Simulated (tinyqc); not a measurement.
Inside a calculation. Model: charge-trap memory cell.

Program tinyqc, `OMP_NUM_THREADS=1 python tinyqc.py 2130134 2130135 out.jsonl`; Intel Xeon 2.30GHz, shared host, one thread, about 0.1 s. Printed values are rounded.

Channel, tunnel oxide, storage layer, blocking layer, gate. N electrons per area sit in a sheet at the centroid and shift the threshold by U = (q/eps0) N (tb/eb + xc tn/en). EOT = t1 + 3.9 (tn/en + tb/eb); tunnel field F = (Vg - U)/EOT; dN/dt = eta (J/q)(1 - N/Nm). Fowler-Nordheim: J = A F^2 exp(-B/F), A = q^2/(16 pi^2 hbar mo phi) (times 1e14 for A/cm^2 with F in V/nm, emitter mass m0), B = (4/3) sqrt(mo/C) phi^1.5, C = hbar^2/(2 m0).

Parameters, values chosen for the exercise; oxide values close to those of silicon dioxide, storage layer close to silicon nitride, blocking layer close to aluminium oxide:
```
symbol,value,unit,meaning
phi,3.19,eV,tunnel barrier
mo,0.4,m0,tunnelling mass
t1,4.2,nm,tunnel oxide (permittivity 3.9)
tn,4.8,nm,storage layer
en,7.3,,its relative permittivity
tb,12.6,nm,blocking layer
eb,9,,its relative permittivity
xc,0.39,,"charge centroid, share of tn counted from the blocking side"
eta,0.48,,capture efficiency of an empty layer
Nm,2.7e13,cm^-2,trap density
T,423,K,storage temperature
E1,0.95,eV,shallowest trap depth
E2,2.01,eV,deepest trap depth
nu,1e12,1/s,attempt frequency
Vg,13.7,V,gate voltage less flat band and surface potential
d0,4.1e-6,s,first time step
gr,2,,growth of the step
n,9,,steps
```

Constants: q = 1.602176634e-19 C, kB = 1.380649e-23 J/K, hbar = 1.054571817e-34 J s, m0 = 9.1093837015e-31 kg, Vt = kB T/q, eps0 = 8.8541878128e-14 F/cm where lengths are in cm, hbar^2/(2 m0) = 0.0380998212 eV nm^2. Results are converted to the units shown.

Range of the model: The Fowler-Nordheim form needs F t1 above phi; trap-assisted paths and leakage through the blocking layer are left out.

## Constants of the stack

EOT, the shift for 1e12 electrons per cm^2, the shift with all traps full, and the starting field, current and rate.

EOT = 12.2244 nm
shift for 1e12 cm^-2 = 0.299735 V
shift with all traps full = 8.09284 V
F(0) = 1.12071 V/nm
J(0) = 0.0439011 A/cm^2
dN/dt at the start = 1.31524e17 cm^-2 s^-1

## Midpoint steps of growing length

N(half) = N + (d/2) r(N), N(new) = N + d r(N(half)), r = dN/dt; the step starts at d0 and is multiplied by gr each time. Field in the blocking layer (3.9 F + q N/eps0)/eb.

| step | t (s) | N (cm^-2) | U (V) | F (V/nm) | blocking field (V/nm) |
|---|---|---|---|---|---|
| 0 | 0 | 0 | 0.00000 | 1.12071 | 0.485641 |
| 1 | 4.1e-6 | 4.63117e11 | 0.13881 | 1.10936 | 0.490032 |
| 2 | 1.23e-5 | 1.11599e12 | 0.33450 | 1.09335 | 0.496222 |
| 3 | 2.87e-5 | 1.92587e12 | 0.57725 | 1.07349 | 0.503900 |
| 4 | 6.15e-5 | 2.83332e12 | 0.84924 | 1.05124 | 0.512503 |
| 5 | 0.0001271 | 3.78544e12 | 1.13463 | 1.02789 | 0.521530 |
| 6 | 0.0002583 | 4.74721e12 | 1.42290 | 1.00431 | 0.530648 |
| 7 | 0.0005207 | 5.69823e12 | 1.70796 | 0.98099 | 0.539664 |
| 8 | 0.00104550 | 6.62733e12 | 1.98644 | 0.95821 | 0.548473 |
| 9 | 0.00209510 | 7.52866e12 | 2.25660 | 0.93611 | 0.557018 |

A converged integration gives U = 2.380 V at the last time; the steps are 5.2 % below that. The tunnel field falls by 16.5 % while the blocking field rises by 14.7 %.

## Retention after ten years

Retention: filled traps are spread evenly in depth from E1 to E2, and each empties at the rate nu exp(-E/kB T). The share left is the mean of exp(-nu t exp(-E/kB T)) = [kB T/(E2 - E1)] [E1x(nu t exp(-E2/kB T)) - E1x(nu t exp(-E1/kB T))], E1x the exponential integral; traps shallower than about Ed = kB T ln(nu t) are empty. t = 3.15576e8 s.

Ed = 1.72054 eV
share left = 0.253242
loss a decade while Ed lies between E1 and E2, kB T ln 10/(E2 - E1) = 0.0791814

The sharp-edge estimate (E2 - Ed)/(E2 - E1) is 0.273; the true edge lies 0.577 kB T deeper.
